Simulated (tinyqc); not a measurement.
What the excited states change: donors on two lattice sites with valley-orbit split states.

Each donor binds at most one electron, in any of its states. For a site s, W_s = sum over its states of g exp(E/kT), and the ionised share is 1/(1 + W_s exp(eta)), eta = (EF - Ec)/kT; n = Nc F_1/2(eta); neutrality n + NA = ND x (mean ionised share, the two sites in equal numbers); holes are neglected. Nc from N = 2 (m kB T/(4 pi c))^(3/2) with c = hbar^2/2m0, in 1/angstrom^3; times 1e24 for 1/cm^3, m = md. F_j(eta) = (1/Gamma(j + 1)) integral_0^infinity x^j dx/(1 + exp(x - eta)), which tends to exp(eta) for eta << 0.

Constants: hbar^2/2m0 = 3.80998211 eV angstrom^2; kB = 8.617333262e-05 eV/K.

Inputs chosen for the exercise (near those of nitrogen in 4H-SiC; the results hold for these values, not for the real material): md = 0.796 m0 (density-of-states mass of the conduction band); E = (65.4, 57.9, 117.8, 75.9) meV (binding energies of h ground, h excited, k ground, k excited); g = (2, 4, 2, 4) (their degeneracies with spin); ND = 6.6e+17 1/cm^3 (donors, half on each site); NA = 0 1/cm^3 (compensating acceptors, all ionised).

The last columns keep only the ground state of each site (g = 2).

Results:
```
T (K)  effective degeneracy, h site     eta  n (1/cm^3)  n, ground states only  ratio
40                             2.45  -10.42    2.59e+13               2.87e+13  0.903
60                             2.94   -7.65    7.57e+14               9.18e+14  0.825
80                             3.35   -6.36    4.26e+15               5.50e+15  0.775
110                            3.81   -5.38    1.81e+16               2.47e+16  0.734
150                            4.24   -4.79    5.23e+16               7.26e+16  0.721
200                            4.59   -4.46    1.11e+17               1.50e+17  0.743
250                            4.82   -4.33    1.78e+17               2.29e+17  0.777
300                            4.99   -4.28    2.47e+17               3.07e+17  0.804
400                            5.22   -4.31    3.68e+17               4.38e+17  0.839
500                            5.36   -4.43    4.56e+17               5.25e+17  0.868
```

The effective degeneracy grows from 2.45 to 5.36. Excited states hold electrons back, so the ratio is never above 1; it is lowest, 0.721, at 150 K of those listed, and 0.804 at 300 K. At low T the excited states empty out, and at high T more donors are ionised (n is 69 % of ND - NA in the last row), so the effect is largest in between.

Computed by tinyqc, a small Python program: `OMP_NUM_THREADS=1 python tinyqc.py 1651091 1651092 out.jsonl` (the numbers bound the seed that draws the inputs); one thread of a shared host (Intel(R) Xeon(R) Processor @ 2.30GHz), about 0.01 s for the whole set of steps.
